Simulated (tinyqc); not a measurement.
Quasi-harmonic thermal expansion with mode Grueneisen parameters: one step, computed by the program tinyqc. Command: `OMP_NUM_THREADS=1 python tinyqc.py 3010837 3010838 out.jsonl qha walk`. One thread of a shared host (Intel(R) Xeon(R) Processor @ 2.30GHz), about 0.03 s of CPU time with the checks.

A crystal with two atoms a cell; per atom there are 1 transverse acoustic (TA), 1/2 longitudinal acoustic (LA) and 3/2 optical (O) modes. Every frequency of group i scales as nu_i (V/V0)^(-gamma_i). Each group has one frequency. Static energy: E = (9 V0 B0/16) [y^3 B' + y^2 (2 - 4 y)], y = (V0/V)^(2/3) - 1, with pressure P_s = (3 B0/2) (z^7 - z^5) [1 + (3/4)(B' - 4)(z^2 - 1)], z = (V0/V)^(1/3).

Task: Grueneisen's estimate. gamma_th = sum gamma_i C_i / sum C_i; volume expansion coefficient alpha_V = gamma_th C k_B/(B0 V0); linear coefficient alpha_V/3; first-order volume change P_ph/B0.

Inputs (values chosen for the exercise, for a model crystal): static volume V0 = 18.2 angstrom^3/atom; static bulk modulus B0 = 53.6 GPa; temperature T = 500 K.

Acoustic groups: Einstein.

Groups:
```
group  h nu_i/(k_B T)  U_i (meV)  C_i (k_B)  gamma_i C_i (k_B)
TA          0.6507774   44.59668  0.9654424          -1.448164
LA           1.564553   25.76842  0.4093739          0.8187478
O            2.495606   95.13827  0.9148555          0.8325185
```

phonon pressure at V0 = 0.6269410 GPa

Constants: k_B = 8.617333262e-05 eV/K; 1 eV/angstrom^3 = 160.2176634 GPa.

Give: heat capacity C at V0; gamma_th at V0; linear expansion, Grueneisen estimate; first-order volume change.

Result:

heat capacity C at V0 = 2.290 k_B/atom

gamma_th at V0 = 0.08870

linear expansion, Grueneisen estimate = 0.9582 ppm/K

first-order volume change = 1.170 %
